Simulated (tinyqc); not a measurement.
Inside a calculation. Model: two-dimensional dopant profile at a mask edge: lateral junction, overlap and effective channel length. Computed by tinyqc, a small Python program that keeps every step. Command: `OMP_NUM_THREADS=1 python tinyqc.py 3014319 3014320 out.jsonl lateral walk`. One thread of a shared host (Intel(R) Xeon(R) Processor @ 2.30GHz), about 0.02 s of CPU time with the checks. Intermediate numbers are printed to about 6 digits and carried at full precision; extremes and crossings named in words are read from the listed rows.

Ions enter for y < 0; the mask (spacer, then gate) covers y > 0. x is the depth. The surface reflects dopant during the anneal.

Inputs (values chosen for the exercise, modelled on a source-drain extension in silicon):

| quantity | value | unit |
|---|---|---|
| dose Q | 6.2e+14 | 1/cm^2 |
| projected range R_p | 4.4 | nm |
| vertical straggle | 1.8 | nm |
| lateral straggle | 1.3 | nm |
| anneal budget D t | 4.2e-15 | cm^2 |
| channel doping C_B | 1.4e+18 | 1/cm^3 |
| gate length L_g | 28 | nm |
| offset spacer | 2.5 | nm |
| oxide thickness | 2.2 | nm |

Constants: eps_0 = 8.8541878128e-12 F/m.

## Widths and vertical profile

Widths s_x^2 = (vertical straggle)^2 + 2 D t, s_y^2 = (lateral straggle)^2 + 2 D t. C(x, y) = V(x) (1/2) erfc(y/(sqrt2 s_y)), V(x) = Q/(sqrt(2 pi) s_x) [exp(-(x - R_p)^2/(2 s_x^2)) + exp(-(x + R_p)^2/(2 s_x^2))]; 1 nm = 1e-7 cm. The vertical junction far from the mask solves V(x) = C_B.

s_x = 2.01990 nm

s_y = 1.59060 nm

V at the surface = 2.28358e+20 1/cm^3

V at R_p = 1.22463e+21 1/cm^3

vertical junction x_j = 11.8347 nm

Caution: the peak exceeds usual solubilities, so part of the dose is inactive and diffusion is concentration dependent.

## Lateral junction at the surface

The lateral junction at depth x solves C = C_B: y_j(x) = sqrt2 s_y erfc^-1(2 C_B/V(x)). Overlap under the gate = y_j(0) - spacer; metallurgical channel L_met = L_g - 2 overlap (tails from the two sides are not added). Abruptness at y_j(0) in nm per decade = ln(10) s_y sqrt(pi/2) exp(u^2) erfc(u), u = y_j/(sqrt2 s_y). Overlap capacitance per width = 3.9 eps_0 overlap/t_ox (zero if there is no overlap).

lateral junction y_j(0) = 3.98370 nm

ratio y_j(0)/x_j = 0.336612

overlap = 1.48370 nm

metallurgical channel L_met = 25.0326 nm

lateral abruptness = 1.29560 nm/decade

overlap capacitance = 0.0232882 fF/um

The two overlaps take 11 % of the gate length. Caution: the profile peaks below the surface, where the junction reaches further under the gate than y_j(0); the overlap given is the one at the surface.

## Junction contour

The lateral junction at depth x solves C = C_B: y_j(x) = sqrt2 s_y erfc^-1(2 C_B/V(x)). Depths are 0, 0.15, 0.3, 0.45, 0.6, 0.75, 0.9 and 0.97 of x_j.

Contour:

| x/x_j | x (nm) | V (1/cm^3) | y_j (nm) |
|---|---|---|---|
| 0.00 | 0.0000 | 2.28358e+20 | 3.98370 |
| 0.15 | 1.7752 | 5.37813e+20 | 4.44411 |
| 0.30 | 3.5504 | 1.12140e+21 | 4.80952 |
| 0.45 | 5.3256 | 1.10250e+21 | 4.80133 |
| 0.60 | 7.1008 | 5.00896e+20 | 4.40740 |
| 0.75 | 8.8760 | 1.05118e+20 | 3.52604 |
| 0.90 | 10.6512 | 1.01897e+19 | 1.73710 |
| 0.97 | 11.4796 | 2.63265e+18 | -0.12686 |

The contour reaches furthest, 4.81 nm, at x/x_j = 0.3 among these rows, below the surface, where punch-through would start. It crosses the mask edge where V = 2 C_B.

## What the anneal budget does

x_j solves V(x) = C_B. Budgets are multiples of the given D t (at 0 the mirror term is kept, which overstates V(0) as implanted); those with V(0) not above 2.5 C_B are left out.

Junctions (nm):

| multiple | s_x | s_y | x_j | y_j(0) | y_j/x_j | L_met |
|---|---|---|---|---|---|---|
| 0.0 | 1.80000 | 1.30000 | 11.0814 | 3.0191 | 0.272446 | 26.9618 |
| 0.1 | 1.82318 | 1.33192 | 11.1612 | 3.1245 | 0.279940 | 26.7511 |
| 0.3 | 1.86869 | 1.39356 | 11.3175 | 3.3286 | 0.294111 | 26.3428 |
| 1.0 | 2.01990 | 1.59060 | 11.8347 | 3.9837 | 0.336612 | 25.0326 |
| 2.0 | 2.21811 | 1.83576 | 12.5076 | 4.7965 | 0.383486 | 23.4070 |
| 4.0 | 2.56905 | 2.24722 | 13.6866 | 6.1385 | 0.448502 | 20.7231 |
| 8.0 | 3.15595 | 2.90000 | 15.6270 | 8.1939 | 0.524340 | 16.6123 |
| 16.0 | 4.08412 | 3.88973 | 18.6299 | 11.1559 | 0.598819 | 10.6881 |

The ratio y_j/x_j goes from 0.27 to 0.60: as implanted, x_j includes R_p and y_j only the lateral straggle; after long diffusion both scale roughly with sqrt(D t) as long as V(0) stays far above C_B, and the ratio stays below 1 because the edge starts from half the concentration and an erfc falls faster than the Gaussian. L_met shrinks by 16.3 nm over the rows.

Checks made by the program: lateral profile against the convolution of a step with a Gaussian (relative difference below 1e-10).
